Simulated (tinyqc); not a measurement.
Mobility of a non-polar semiconductor in the relaxation-time approximation: one step, computed by the program tinyqc.

Each valley is treated as a sphere of mass m_d for states and rates, with one isotropic relaxation time; the conductivity mass m_c sets the current.

Question. Rates at a few energies. Kane band: hbar^2 k^2/(2 m) = E (1 + alpha E), speed v = hbar k/(m (1 + 2 alpha E)), states per spin, volume and energy g(E) = m k (1 + 2 alpha E)/(2 pi^2 hbar^2); overlap factors are set to 1. Here m = m_d. Masses are multiplied by m_0 and all formulas are in SI units. Phonon occupation N_q = 1/(exp(hbar w/(k_B T)) - 1). Acoustic deformation potential (elastic, equipartition, absorption and emission together): 1/tau = 2 pi k_B T D_A^2 g(E)/(hbar rho v_l^2). Optical or intervalley deformation potential: 1/tau = (pi Z_f D_o^2/(rho w)) [N_q g(E + hbar w) + (N_q + 1) g(E - hbar w)], with g = 0 below the band edge. Each optical term is multiplied by (1 - f(E'))/(1 - f(E)), E' the final energy, for Pauli blocking. Singly charged impurities, momentum relaxation: 1/tau = N_I e^4 m (1 + 2 alpha E) Phi/(8 pi (eps_s eps_0)^2 hbar^3 k^3), with alpha = 0 for a parabolic band. Conwell-Weisskopf: Phi = ln(1 + y^2), y = 4 pi eps_s eps_0 E N_I^(-1/3)/e^2 (largest impact parameter N_I^(-1/3)/2). Alloy disorder: 1/tau = (2 pi/hbar) Omega x (1 - x) U^2 g(E), Omega = a^3/4 (other conventions for Omega rescale U).

Inputs (values chosen for the exercise, modelled on electrons in germanium): non-parabolicity alpha = 0.67 1/eV; static permittivity eps_s = 16; density rho = 5323 kg/m^3; sound velocity v_l = 5240 m/s; acoustic deformation potential D_A = 12 eV; phonon energy hbar w = 31.9 meV; optical or intervalley deformation potential D_o = 5.6 1e8 eV/cm; final valleys Z_f = 3; temperature T = 100 K; alloy fraction x = 0.35; alloy potential U = 0.4 eV; lattice constant a = 5.63 angstrom.

Band: Kane. Impurity formula: Conwell-Weisskopf. Further scattering: alloy.

reduced Fermi level eta = -5.175514

density-of-states mass m_d = 0.2264423 m_0

ionised impurity density N_I = 1.20e+16 1/cm^3

Constants: k_B = 8.617333262e-05 eV/K; k_B = 1.380649e-23 J/K; e = 1.602176634e-19 C; hbar = 1.054571817e-34 J s; m_0 = 9.1093837015e-31 kg; hbar = 6.582119569e-16 eV s; eps_0 = 8.8541878128e-12 F/m.

Give: Rates (1e12/s) at E = (max(eta, 0) + 0.5, 1, 2, 4) k_B T.

Answer.

Rates (1e12/s) at E = (max(eta, 0) + 0.5, 1, 2, 4) k_B T:
```
E (meV)  acoustic  optical  ionised impurity  alloy
4.31       0.3151   0.0345             1.133  0.376
8.62       0.4488   0.0367             0.696  0.536
17.23      0.6438   0.0410             0.360  0.769
34.47      0.9363   0.3991             0.169  1.118
```
